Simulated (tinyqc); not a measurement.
Thermoelectric coefficients with energy filtering, Landauer integrals: one step of the calculation.

Bulk parabolic band, x = (E - Ec)/kB T, C = hbar^2/(2 m0), kB T in eV. Modes per area gv m kB T x/(4 pi C) times the back-scattering length l0 x^rr give the transport function s0 X(x), s0 = (2 q^2/h) gv m kB T l0/(4 pi C), X = x^(1 + rr), multiplied by tb for x < xb. I_k = int X (x - eta)^k w dx, w = 1/(4 cosh^2((x - eta)/2)).

Problem. The three integrals on a coarse grid. Simpson's rule on nE equally spaced points from xa to xe.

Values chosen for this exercise:

| symbol | value | unit | meaning |
|---|---|---|---|
| rr | 0.5 |  | energy exponent of that length |
| eta | 4.8 |  | reduced Fermi level (EF - Ec)/kB T |
| xb | 6.3 |  | barrier height over kB T, above Ec |
| tb | 0.1 |  | share of the transport function left below the barrier |
| xa | 0 |  | lower end of the grid |
| xe | 15 |  | upper end of the grid |
| nE | 15 |  | points of the grid |

Give: x; X; w; X w; I_0, I_1, I_2 on this grid.

Solution.

```
point       x        X          w        X w
0       0.000        0  0.0080959          0
1       1.071  0.11090   0.022913  0.0025411
2       2.143  0.31368   0.061253   0.019214
3       3.214  0.57627    0.14109   0.081307
4       4.286  0.88723    0.23417    0.20776
5       5.357   1.2399    0.23156    0.28712
6       6.429   16.299    0.13712     2.2350
7       7.500   20.540   0.059008     1.2120
8       8.571   25.095   0.021995    0.55195
9       9.643   29.944  0.0077616    0.23241
10     10.714   35.071  0.0026861   0.094202
11     11.786   40.461  9.2329e-4   0.037357
12     12.857   46.102  3.1663e-4   0.014597
13     13.929   51.983  1.0850e-4  0.0056400
14     15.000   58.095  3.7168e-5  0.0021592
```

I_0, I_1, I_2 on this grid: 4.8861  11.224  37.243

Range of the model: Parabolic bands, elastic scattering and a fixed kL make these model figures, not those of a material.

Program tinyqc, `OMP_NUM_THREADS=1 python tinyqc.py 2800108 2800109 out.jsonl`; Intel Xeon 2.30GHz, shared host, one thread, about 0.03 s.
